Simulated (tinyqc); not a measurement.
G0W0 on RHF in the sto-3g basis, for BeH2, spin multiplicity 1, step by step (part 2 of 2). Computed by tinyqc, a small Python program that keeps every step (integrals from PySCF). Command: `OMP_NUM_THREADS=1 python tinyqc.py 31196 31197 out.jsonl` (the two numbers bound the seeds that draw the settings). One thread of a shared host (Intel(R) Xeon(R) Processor @ 2.60GHz), about 0.06 s of CPU time with the checks.

Geometry (angstrom):
```
atom         x          y         z
Be    0.000000   0.000000  0.000000
H     0.000000   1.408000  0.134000
H     0.000000  -1.408000  0.134000
```

## Screening: direct RPA

orbital energies (hartree): [-4.523983, -0.443059, -0.403199, 0.208876, 0.213290, 0.431890, 0.837734]

Two-electron integrals over orbitals (pq|rs), unique and non-zero (hartree):
```
(11|11) 2.271601    (21|11) -0.193209   (21|21) 0.025283    (22|11) 0.475790
(22|21) -0.006196   (22|22) 0.390076    (31|31) 0.005597    (32|31) 0.012830
(32|32) 0.162240    (33|11) 0.443791    (33|21) -0.002595   (33|22) 0.402571
(33|33) 0.425613    (41|11) 0.037970    (41|21) -0.004558   (41|22) 0.003144
(41|33) 0.001803    (41|41) 0.016220    (42|11) -0.016471   (42|21) 0.001515
(42|22) 0.009249    (42|33) 0.009601    (42|41) 0.014456    (42|42) 0.048571
(43|31) -0.000109   (43|32) 0.011556    (43|43) 0.015124    (44|11) 0.566799
(44|21) -0.007891   (44|22) 0.361420    (44|33) 0.348265    (44|41) -0.004819
(44|42) -0.023587   (44|44) 0.452774    (51|51) 0.015762    (52|51) 0.015113
(52|52) 0.048497    (53|53) 0.013817    (54|51) -0.003151   (54|52) -0.008299
(54|54) 0.025441    (55|11) 0.569178    (55|21) -0.007693   (55|22) 0.363258
(55|33) 0.348769    (55|41) 0.001247    (55|42) -0.007816   (55|44) 0.400553
(55|55) 0.449859    (61|11) -0.183947   (61|21) 0.024764    (61|22) -0.005952
(61|33) -0.003345   (61|41) -0.001921   (61|42) 0.003574    (61|44) -0.006258
(61|55) -0.005032   (61|61) 0.024846    (62|11) 0.120873    (62|21) -0.006232
(62|22) -0.019384   (62|33) -0.043551   (62|41) 0.003463    (62|42) -0.003209
(62|44) 0.053452    (62|55) 0.057754    (62|61) -0.003966   (62|62) 0.079367
(63|31) -0.001673   (63|32) -0.092580   (63|43) -0.009543   (63|63) 0.083182
(64|11) 0.016221    (64|21) 0.000353    (64|22) 0.003025    (64|33) -0.002789
(64|41) 0.014836    (64|42) 0.041384    (64|44) -0.004018   (64|55) 0.005954
(64|61) 0.003040    (64|62) 0.018914    (64|64) 0.045650    (65|51) 0.016070
(65|52) 0.046425    (65|54) -0.005552   (65|65) 0.049393    (66|11) 0.474219
(66|21) -0.006537   (66|22) 0.391686    (66|33) 0.401287    (66|41) 0.007643
(66|42) 0.022998    (66|44) 0.357443    (66|55) 0.363209    (66|61) -0.005001
(66|62) -0.026974   (66|64) 0.014175    (66|66) 0.412638    (71|31) 0.010518
(71|32) 0.019352    (71|43) -0.000586   (71|63) -0.001143   (71|71) 0.020059
(72|31) 0.003940    (72|32) -0.042412   (72|43) -0.010441   (72|63) 0.060773
(72|71) 0.007744    (72|72) 0.056683    (73|11) 0.143956    (73|21) -0.004652
(73|22) -0.003662   (73|33) -0.019482   (73|41) -0.000333   (73|42) -0.014849
(73|44) 0.063204    (73|55) 0.063392    (73|61) -0.003603   (73|62) 0.073552
(73|64) 0.007919    (73|66) -0.023939   (73|73) 0.084324    (74|31) -0.002480
(74|32) -0.024959   (74|43) 0.011876    (74|63) 0.014941    (74|71) -0.004164
(74|72) 0.004055    (74|74) 0.020928    (75|53) 0.013556    (75|75) 0.016691
(76|31) 0.010369    (76|32) 0.139173    (76|43) 0.012881    (76|63) -0.091659
(76|71) 0.015938    (76|72) -0.052419   (76|74) -0.021254   (76|76) 0.134872
(77|11) 0.564795    (77|21) -0.008418   (77|22) 0.416822    (77|33) 0.434779
(77|41) 0.001034    (77|42) 0.001997    (77|44) 0.387107    (77|55) 0.385822
(77|61) -0.008272   (77|62) -0.029186   (77|64) -0.005796   (77|66) 0.425080
(77|73) -0.004510   (77|77) 0.474441
```

With D = e_a - e_i and K = (ia|jb): diagonalise D^(1/2) (D + 4K) D^(1/2) = Z w^2 Z^T; X + Y = D^(1/2) Z w^(-1/2), each column of Z with its largest component positive (the first on a tie); E_c = (sum w - tr (D + 2K)) / 2.

D^(1/2) (D + 4K) D^(1/2) (hartree^2), order 1>4, 1>5, 1>6, 1>7, 2>4, 2>5, 2>6, 2>7, 3>4, 3>5, 3>6, 3>7:
```
[[22.707014, 0.000000, -0.037205, 0.000000, 0.101575, 0.000000, 0.028189, 0.000000, 0.000000, 0.000000, 0.000000, -0.003225],
 [0.000000, 22.740434, 0.000000, 0.000000, 0.000000, 0.106596, 0.000000, 0.000000, 0.000000, 0.000000, 0.000000, 0.000000],
 [-0.037205, 0.000000, 25.053214, 0.000000, 0.025696, 0.000000, -0.033033, 0.000000, 0.000000, 0.000000, 0.000000, -0.035741],
 [0.000000, 0.000000, 0.000000, 29.178211, 0.000000, 0.000000, 0.000000, 0.081178, -0.004243, 0.000000, -0.009677, 0.000000],
 [0.101575, 0.000000, 0.025696, 0.000000, 0.551679, 0.000000, -0.009694, 0.000000, 0.000000, 0.000000, 0.000000, -0.053423],
 [0.000000, 0.106596, 0.000000, 0.000000, 0.000000, 0.558116, 0.000000, 0.000000, 0.000000, 0.000000, 0.000000, 0.000000],
 [0.028189, 0.000000, -0.033033, 0.000000, -0.009694, 0.000000, 1.043304, 0.000000, 0.000000, 0.000000, 0.000000, 0.306564],
 [0.000000, 0.000000, 0.000000, 0.081178, 0.000000, 0.000000, 0.000000, 1.930828, -0.036977, 0.000000, 0.251408, 0.000000],
 [0.000000, 0.000000, 0.000000, -0.004243, 0.000000, 0.000000, 0.000000, -0.036977, 0.411663, 0.000000, -0.027290, 0.000000],
 [0.000000, 0.000000, 0.000000, 0.000000, 0.000000, 0.000000, 0.000000, 0.000000, 0.000000, 0.414130, 0.000000, 0.000000],
 [0.000000, 0.000000, 0.000000, -0.009677, 0.000000, 0.000000, 0.000000, 0.251408, -0.027290, 0.000000, 0.975230, 0.000000],
 [-0.003225, 0.000000, -0.035741, 0.000000, -0.053423, 0.000000, 0.306564, 0.000000, 0.000000, 0.000000, 0.000000, 1.958472]]
```

excitation energies w (hartree): [0.640240, 0.643529, 0.741051, 0.746728, 0.955882, 0.974753, 1.412040, 1.433012, 4.765179, 4.768747, 5.005390, 5.401709]

X + Y, order 1>4, 1>5, 1>6, 1>7, 2>4, 2>5, 2>6, 2>7, 3>4, 3>5, 3>6, 3>7:
```
[[0.000000, 0.000000, -0.011552, 0.000000, 0.000000, -0.002981, 0.000000, -0.000122, 0.996467, 0.000000, -0.015386, 0.000000],
 [0.000000, 0.000000, 0.000000, -0.012103, 0.000000, 0.000000, 0.000000, 0.000000, 0.000000, 0.996683, 0.000000, 0.000000],
 [0.000000, 0.000000, -0.002596, 0.000000, 0.000000, 0.001946, 0.000000, 0.003613, 0.016133, 0.000000, 0.994914, 0.000000],
 [0.000322, 0.000000, 0.000000, 0.000000, 0.002414, 0.000000, -0.005488, 0.000000, 0.000000, 0.000000, 0.000000, 0.996287],
 [0.000000, 0.000000, 0.937222, 0.000000, 0.000000, 0.012533, 0.000000, -0.024188, 0.001702, 0.000000, 0.000356, 0.000000],
 [0.000000, 0.000000, 0.000000, 0.937521, 0.000000, 0.000000, 0.000000, 0.000000, 0.000000, 0.001783, 0.000000, 0.000000],
 [0.000000, 0.000000, -0.004624, 0.000000, 0.000000, 0.906568, 0.000000, 0.226957, 0.000545, 0.000000, -0.000591, 0.000000],
 [0.024900, 0.000000, 0.000000, 0.000000, -0.279064, 0.000000, 0.924145, 0.000000, 0.000000, 0.000000, 0.000000, 0.001449],
 [0.976807, 0.000000, 0.000000, 0.000000, -0.027985, 0.000000, -0.017654, 0.000000, 0.000000, 0.000000, 0.000000, -0.000051],
 [0.000000, 0.978764, 0.000000, 0.000000, 0.000000, 0.000000, 0.000000, 0.000000, 0.000000, 0.000000, 0.000000, 0.000000],
 [0.046140, 0.000000, 0.000000, 0.000000, 0.906524, 0.000000, 0.184748, 0.000000, 0.000000, 0.000000, 0.000000, -0.000124],
 [0.000000, 0.000000, 0.050167, 0.000000, 0.000000, -0.327302, 0.000000, 0.889825, -0.000090, 0.000000, -0.000780, 0.000000]]
```

RPA correlation energy = -0.04048583 hartree

## G0W0 on Hartree-Fock: HOMO

W(p,q,m) = sqrt2 sum_ia (pq|ia) (X+Y)_ia,m; Sigma_c(x) = sum_(i,m) W^2/(x - e_i + w_m) + sum_(a,m) W^2/(x - e_a - w_m); solve x = e_p + Sigma_c(x) by Newton steps; Z = 1/(1 - dSigma/dx); 1 hartree = 27.211386 eV.

The 12 largest terms at x = e_p (hartree; W for the signs of X + Y given):
```
q   m          W       term
2   5  -0.102343   0.010519
7   8   0.130210  -0.006341
6   7   0.101407  -0.004576
2   7  -0.080058   0.004414
6   5   0.083030  -0.003849
3   6  -0.046665   0.002234
7   6   0.054997  -0.001365
3   8  -0.038841   0.001053
4   1   0.019902  -0.000316
5   2   0.019125  -0.000290
3   3   0.011610   0.000182
2  12   0.027195   0.000136
```

Newton steps (hartree):
```
step          x  Sigma_c(x)         Z
0     -0.403199    0.001629  0.975724
1     -0.401609    0.001590  0.975762
2     -0.401609    0.001590  0.975762
```

quasiparticle energy of the HOMO = -10.928333 eV

Hartree-Fock value = -10.971591 eV

## G0W0 on Hartree-Fock: LUMO

As before.

The 12 largest terms at x = e_p (hartree; W for the signs of X + Y given):
```
q  m          W       term
4  8   0.097468  -0.006629
6  3   0.055036  -0.003142
2  3   0.063096   0.002858
4  6   0.038860  -0.001549
4  3  -0.027027  -0.000986
6  6   0.021262  -0.000377
3  1   0.019902   0.000316
7  1   0.017521  -0.000242
2  8  -0.021362   0.000219
7  5   0.017070  -0.000184
5  4  -0.010949  -0.000160
3  7  -0.016512   0.000135
```

Newton steps (hartree):
```
step         x  Sigma_c(x)         Z
0     0.208876   -0.009774  0.985895
1     0.199240   -0.009637  0.986062
2     0.199239   -0.009637  0.986062
```

quasiparticle energy of the LUMO = 5.421565 eV

Hartree-Fock value = 5.683801 eV
